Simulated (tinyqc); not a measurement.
Worked calculation: power iteration on a symmetric matrix. One step of it, computed by the program tinyqc.

Task: Step 2. w = (A - shift) v; v' = w/|w| with its largest component positive (the first on a tie); lambda = v'^T A v'.

A:
```
           1          2          3          4          5
1   1.029000  -0.389000   0.704000  -0.103000   0.038000
2  -0.389000   1.656000   0.174000   0.577000   0.740000
3   0.704000   0.174000   2.948000   0.171000  -0.146000
4  -0.103000   0.577000   0.171000   3.118000  -0.651000
5   0.038000   0.740000  -0.146000  -0.651000   3.493000
```

vector after step 1: 0.106452  0.388101  0.596243  0.455514  0.524450

shift = 0.720000

Give: vector after step 2; Rayleigh quotient after step 2.

Result:

vector after step 2: 0.1086  0.4258  0.5823  0.4215  0.5387

Rayleigh quotient after step 2 = 3.2571
